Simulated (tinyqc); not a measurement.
# Chip with leakage that grows with temperature, electro-thermal loop and runaway, step by step

Numbers from tinyqc (`OMP_NUM_THREADS=1 python tinyqc.py 2520009 2520010 out.jsonl`; about 0.01 s on one thread of a shared Intel Xeon 2.30GHz). Printed values are rounded.

One temperature T for the device, T = T0 + Rth P(T), with P(T) = Pd + Pl (T/300 K)^2 exp[(q Ea/kB)(1/(300 K) - 1/T)]. The loop gain is Rth dP/dT; a solution is thermally stable when it is below one.

Parameters, values chosen for the exercise: ambient temperature T0 = 300 K; temperature-independent switching power Pd = 1.9 W; leakage power at 300 K Pl = 0.0158 W; activation energy of the leakage Ea = 0.7 eV; thermal resistance Rth = 15 K/W.

Constants: q = 1.602176634e-19 C, kB = 1.380649e-23 J/K. Results are converted to the units shown.

## Iteration 1: temperature by substitution

T at the start = 300 K

P(T) = Pd + Pl (T/300 K)^2 exp[(q Ea/kB)(1/(300 K) - 1/T)]; T(new) = T0 + Rth P(T).

P = 1.915800 W
T after iteration 1 = 328.7370 K

## Iteration 2: temperature by substitution

As before.

P = 2.102341 W
T after iteration 2 = 331.5351 K

## Course of the iteration: temperature by substitution

Stop when T changes by less than 1e-6 K, or after 200 iterations.

Course of the iteration:
```
iteration     T (K)  |change| (K)
1          328.7370          28.7
2          331.5351          2.80
3          332.3028         0.768
4          332.5430         0.240
5          332.6209        0.0780
6          332.6465        0.0256
7          332.6550       8.44e-3
8          332.6578       2.79e-3
9          332.6587       9.20e-4
10         332.6590       3.04e-4
11         332.6591       1.00e-4
12         332.6591       3.32e-5
13         332.6591       1.10e-5
14         332.6591       3.62e-6
15         332.6591       1.19e-6
16         332.6591       3.95e-7
```

Converged in 16 iterations. At the end each change is about 0.33 times the one before: linear convergence.

## Loop gain and effective thermal resistance

converged T = 332.6591 K

P(T) = Pd + Pl (T/300 K)^2 exp[(q Ea/kB)(1/(300 K) - 1/T)]; P'(T) = (P - Pd)(2/T + q Ea/(kB T^2)); G = Rth P'. A small change of T0 changes T by 1/(1 - G) times as much.

P = 2.177276 W
G = 0.3303075
dT/dT0 = 1.493223

The feedback is positive: heating raises the power. A second, unstable solution lies at 360.3 K; above it the temperature runs away.
